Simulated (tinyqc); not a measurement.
From results back to parameters: donor level screened by free carriers (Yukawa potential). Two cases, with inputs chosen for the exercise.

Problem. With Debye screening alone, ks^2 = 4 pi q n/(eps kB T), 1e18/cm^3 = 1e-6/angstrom^3. The converged binding was computed from a hidden density.

Potential -(q/(eps r)) exp(-ks r), q = e^2/(4 pi eps0). In units Ry* = Ry m/eps^2 and a* = a0 eps/m the problem is [-Laplacian - 2 exp(-x r)/r] psi = E psi with x = ks a*.

Converged values use 18 functions exp(-z r), z = 1.55^i, i = -11 to 6: S = 2/A^3, H = z_i z_j S - 2/(A + x)^2, A = z_i + z_j.

Constants: e^2/(4 pi eps0) = 14.39964547 eV angstrom; kB = 8.617333262e-05 eV/K.

Find: x; n.

Method. The binding in Ry* falls steadily with x, so bisection gives x; then n = (x/a*)^2 eps kB T/(4 pi q).

Case 1.

Values chosen (out of a larger set: near those of a donor in Ge, with one mean mass; not measured data): eps = 15.9 (dielectric constant); T = 77 K (temperature).

Ry* = 8.880 meV
a* = 50.99 angstrom
binding = 5.9523 meV

Solution.

x = 0.189
n = 0.0080 x 1e18/cm^3

Case 2.

Values chosen (out of a larger set: near those of a donor in InP, with one mean mass; not measured data): eps = 12.4 (dielectric constant); T = 200 K (temperature).

Ry* = 7.433 meV
a* = 78.12 angstrom
binding = 2.6112 meV

Solution.

x = 0.443
n = 0.038 x 1e18/cm^3

Computed by tinyqc, one run a case: `OMP_NUM_THREADS=1 python tinyqc.py N N+1 out.jsonl` with N = 1280401, 1280509; one thread of a shared Intel(R) Xeon(R) Processor @ 2.30GHz, about 0.02 s a run at most.
